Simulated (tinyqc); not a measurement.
Adsorption as a lattice gas: isotherms with interactions, competition, desorption peaks and saturation dose: one step, computed by the program tinyqc. Command: `OMP_NUM_THREADS=1 python tinyqc.py 3008843 3008844 out.jsonl adsorb walk`. One thread of a shared host (Intel(R) Xeon(R) Processor @ 2.30GHz), about 0.2 s of CPU time with the checks.

One adsorbate per site; a molecule needs 1 empty site. Gas and surface have the same temperature.

Problem. Desorption peak without interaction. The peak obeys E/(k_B T_p^2) = (nu/beta) exp(-E/(k_B T_p)) exactly. Redhead's shortcut, with the constant 3.46 (3.64 is also in use), reads E back as k_B T_p [ln(nu' T_p/beta) - 3.46], nu' = nu.

Inputs (values chosen for the exercise, for a model surface): desorption energy E = 1.43 eV; prefactor nu = 8.7e+12 1/s; heating rate beta = 13 K/s.

Adsorption: molecular (first order).

Constants: k_B = 8.617333262e-05 eV/K.

Give: peak temperature T_p; E by Redhead's shortcut.

Solution.

peak temperature T_p = 550.7 K

E by Redhead's shortcut = 1.427 eV

The shortcut misses by -0.18 %, since 3.46 stands for ln(E/(k_B T_p)) = 3.41. A prefactor wrong by a factor 100 would shift E by 0.219 eV.
